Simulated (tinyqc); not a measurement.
## Charge centroid from charge and shift

Inverse problem. A sheet of N electrons in the storage layer of a charge-trap cell shifts the threshold by U = (q/eps0) N (tb/eb + xc tn/en). Find xc and the distance xc tn from the blocking layer.

Inputs (values chosen for the exercise):
```
symbol  value  unit                    meaning
tn        7.3    nm              storage layer
en        7.4        its relative permittivity
tb        6.3    nm             blocking layer
eb        3.9        its relative permittivity
```

Constants: q = 1.602176634e-19 C, eps0 = 8.8541878128e-14 F/cm where lengths are in cm. Results are converted to the units shown.

N = 2.8e12 cm^-2
U = 1.0083869 V

Answer. U eps0/(q N) is the electrical distance from the gate; subtract that of the blocking layer.

xc = 0.380
distance = 2.77 nm

Program tinyqc, `OMP_NUM_THREADS=1 python tinyqc.py 2130070 2130071 out.jsonl`; Intel Xeon 2.30GHz, shared host, one thread, about 0.01 s.
